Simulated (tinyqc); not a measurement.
# Switching kinetics of a ferroelectric film and the memory window of a ferroelectric gate stack, step by step

A worked calculation. Computed by tinyqc, a small Python program that keeps every step. Command: `OMP_NUM_THREADS=1 python tinyqc.py 3015619 3015620 out.jsonl feswitch walk`. One thread of a shared host (Intel(R) Xeon(R) Processor @ 2.30GHz), about 0.01 s of CPU time with the checks. Intermediate numbers are printed to about 6 digits and carried at full precision; extremes and crossings named in words are read from the listed rows.

Fields in MV/cm; 1 microcoulomb/cm^2 over eps_0 is 11.29409 MV/cm. In the stack (metal, ferroelectric, interlayer, channel) the channel is taken as a conductor.

Inputs (values chosen for the exercise, for a model hafnia-based film):

| quantity | value | unit |
|---|---|---|
| saturation polarisation P_s | 30 | microcoulomb/cm^2 |
| ratio P_r/P_s | 0.88 | - |
| coercive field E_c | 1.2 | MV/cm |
| permittivity of the ferroelectric eps_F | 24 | - |
| thickness t_F | 9 | nm |
| permittivity of the interlayer eps_I | 5.5 | - |
| interlayer thickness t_I | 0.87 | nm |
| share s of P screened by trapped charge | 0.68 | - |
| pulse height V | 7 | V |
| time constant t_inf | 5.7e-09 | s |
| activation field E_a | 5.5 | MV/cm |
| Merz exponent alpha | 1 | - |
| dimension n | 2 | - |
| half width w of log10 t | 0.95 | - |
| pulse length t_p | 1.3e-08 | s |
| breakdown field of the interlayer | 13 | MV/cm |

Kinetics: Kolmogorov-Avrami-Ishibashi (KAI).

## The hysteresis loop

Saturated branches: P(E) = P_s tanh[(E -/+ E_c)/(2 delta)], delta = E_c/ln[(1 + P_r/P_s)/(1 - P_r/P_s)]; D = P + eps_0 eps_F E.

delta = 0.436120 MV/cm

P on both branches (microcoulomb/cm^2) at E/E_c = -3, -2, -1, -0.5, 0, 0.5, 1, 1.5, 2, 3:

| E (MV/cm) | rising branch | falling branch |
|---|---|---|
| -3.6 | -29.9990 | -29.7565 |
| -2.4 | -29.9844 | -26.4000 |
| -1.2 | -29.7565 | 0.0000 |
| -0.6 | -29.0478 | 17.8986 |
| 0.0 | -26.4000 | 26.4000 |
| 0.6 | -17.8986 | 29.0478 |
| 1.2 | 0.0000 | 29.7565 |
| 1.8 | 17.8986 | 29.9383 |
| 2.4 | 26.4000 | 29.9844 |
| 3.6 | 29.7565 | 29.9990 |

peak differential permittivity eps_F + P_s/(2 delta eps_0) = 412.451

## Memory window

At threshold the channel charge is negligible, so D = 0 on each branch: (1 - s) P(E) + eps_0 eps_F E = 0, with the screened share s. The rising branch has the root E0 between 0 and E_c; window = 2 E0 t_F; its upper bound is 2 E_c t_F.

field E0 = 1.00306 MV/cm

memory window = 1.80550 V

bound 2 E_c t_F = 2.16 V

fixed-charge estimate 2 (1 - s) P_r t_F/(eps_0 eps_F) = 7.15594 V

Charge and coercive field both limit the window.

## Fields in the stack

Series stack: V = E_F t_F + E_I t_I and eps_I E_I = eps_F E_F + (1 - s) P/eps_0. Before switching P = -P_r, after it P = +P_s; in retention V = 0 and P = +P_r.

E_F before switching = 6.64974 MV/cm

E_F after switching = 4.13003 MV/cm

E_I after switching = 37.7353 MV/cm

depolarising field in retention = 1.17944 MV/cm

depolarising field over E_c = 0.982865

The interlayer field exceeds its breakdown field. Caution: the interlayer field exceeds its breakdown field, so charge injection would change the fields.

## Switched share after the pulse

Merz's law: t1 = t_inf exp[(E_a/E)^alpha] at the mean of the fields before and after switching. KAI: switched share = 1 - exp[-(t/t1)^n].

mean field = 5.38989 MV/cm

switching time t1 = 1.58140e-08 s

switched share = 0.491239

t_p is 0.82 t1. A field higher by 10 % would shorten t1 by a factor 1.1. Caution: the field changes much during switching, so one mean field is a crude stand-in.

## KAI against NLS in time

KAI: 1 - exp[-(t/t1)^n]. NLS: the same kernel averaged over the Lorentzian F = (1/pi) w/[(z - log10 t1)^2 + w^2] in z = log10 tau.

Switched share:

| log10(t/t1) | KAI | NLS |
|---|---|---|
| -3.0 | 0.00000 | 0.102517 |
| -2.0 | 0.00010 | 0.151979 |
| -1.0 | 0.00995 | 0.270491 |
| -0.5 | 0.09516 | 0.385962 |
| -0.2 | 0.32841 | 0.474843 |
| 0.0 | 0.63212 | 0.537334 |
| 0.2 | 0.91888 | 0.597801 |
| 0.5 | 0.99995 | 0.677380 |
| 1.0 | 1.00000 | 0.771730 |
| 2.0 | 1.00000 | 0.864631 |
| 3.0 | 1.00000 | 0.905466 |

KAI goes from 10 to 90 % within 0.67 decades of time; a Lorentzian of this width needs about 2 w tan(0.4 pi) = 5.8 decades. Three decades after t1, 9.5 % of the NLS film has not switched, and three decades before it 10.3 % already has: the tails set write margins and disturb errors.

## Interlayer thickness

Series stack: V = E_F t_F + E_I t_I and eps_I E_I = eps_F E_F + (1 - s) P/eps_0. E_I is for P = +P_s at the pulse height, the depolarising field for P = +P_r at V = 0; V needed puts E_F = 1.5 E_c after switching.

Stack against t_I:

| t_I (nm) | E_F after (MV/cm) | E_I (MV/cm) | depolarising field / E_c | V needed (V) |
|---|---|---|---|---|
| 0.3 | 6.21646 | 46.8397 | 0.42069 | 2.44704 |
| 0.5 | 5.37867 | 43.1839 | 0.64643 | 2.99839 |
| 0.8 | 4.34150 | 38.6581 | 0.92589 | 3.82543 |
| 1.2 | 3.25533 | 33.9184 | 1.21855 | 4.92814 |
| 1.6 | 2.40640 | 30.2140 | 1.44729 | 6.03086 |
| 2.0 | 1.72465 | 27.2391 | 1.63098 | 7.13357 |
| 3.0 | 0.49161 | 21.8585 | 1.96322 | 9.89036 |

Each nanometre of interlayer costs 2.76 V, against 0.18 V for a nanometre of ferroelectric. The depolarising field grows from 0.42 to 1.96 E_c. At E_F = 1.5 E_c the interlayer carries (1.5 eps_F E_c + (1 - s) P_s/eps_0)/eps_I = 27.6 MV/cm whatever its thickness, above its breakdown field of 13 MV/cm, so the voltages in the last column could not be applied without breakdown. Caution: rows with E_I above the breakdown field of the interlayer cannot be reached without charge injection. Caution: where E_F after switching is below E_c the switching stalls before P_s, and where the depolarising field exceeds E_c the state switches back, so those rows describe states that are not held.

Checks made by the program: the remanence (relative difference below 1e-10).
